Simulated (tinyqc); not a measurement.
Implant damage, amorphisation by cascade overlap, and solid-phase epitaxial regrowth: one step, computed by the program tinyqc. Command: `OMP_NUM_THREADS=1 python tinyqc.py 3112943 3112944 out.jsonl sper walk`. One thread of a shared host (Intel(R) Xeon(R) Processor @ 2.30GHz), about 0.01 s of CPU time with the checks.

Range and width of the damage are inputs. Dynamic annealing enters only through the surviving share f.

Question. Isothermal regrowth. v = v0 x orientation factor x exp(-E_a/(k_B T)) x [1 + (enhancement - 1) exp(-(z - R_d)^2/(2 s_d^2))], T = anneal temperature + 273.15 K; the dopant is taken to follow the damage profile; the lower front moves from the lower edge z2 to the surface, or to the middle (z1 + z2)/2 of a buried layer with upper edge z1; time = int dz/v; the equivalent undoped distance is that time times the undoped velocity.

Inputs (values chosen for the exercise, modelled on fluorine ions in silicon):

| quantity | value | unit |
|---|---|---|
| depth of the damage peak R_d | 24 | nm |
| width of the damage profile s_d | 15 | nm |
| regrowth prefactor v0 | 5.5e+15 | nm/s |
| regrowth energy E_a | 2.7 | eV |
| anneal temperature | 651 | C |
| rate relative to (100) | 0.33 | - |
| peak enhancement by the dopant | 4.9 | - |

lower edge = 58.25388 nm

upper edge = 0 nm

Constants: k_B = 8.617333262e-05 eV/K.

Give: undoped velocity; distance to regrow; time without enhancement; equivalent undoped distance; time with enhancement.

Answer.

undoped velocity = 3.425 nm/s

distance to regrow = 58.25 nm

time without enhancement = 17.01 s

equivalent undoped distance = 20.27 nm

time with enhancement = 5.917 s

The rate doubles for each 19 K or so near this temperature.
